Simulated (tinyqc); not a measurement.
Interface traps by the conductance method, one level: one step of the calculation.

MOS capacitor on an n-type substrate; psi is the band bending, negative in depletion; only majority carriers are counted. The traps exchange electrons with the conduction band; their admittance lies in parallel with Cd, and that pair in series with Cox and Rs. w = 2 pi f.

Problem. Extraction from the readings. Ignoring Rs: Gp/w = w Cox^2 Gm/[Gm^2 + w^2 (Cox - Cm)^2].

Cox = 1328.1282 nF/cm^2
Cm = 201.53269 nF/cm^2
Gm/w = 5.8688600 nF/cm^2

Wanted: extracted Gp/w.

Solution.

extracted Gp/w = 8.156 nF/cm^2

Program tinyqc, `OMP_NUM_THREADS=1 python tinyqc.py 2030158 2030159 out.jsonl`; Intel Xeon 2.30GHz, shared host, one thread, about 0.01 s.
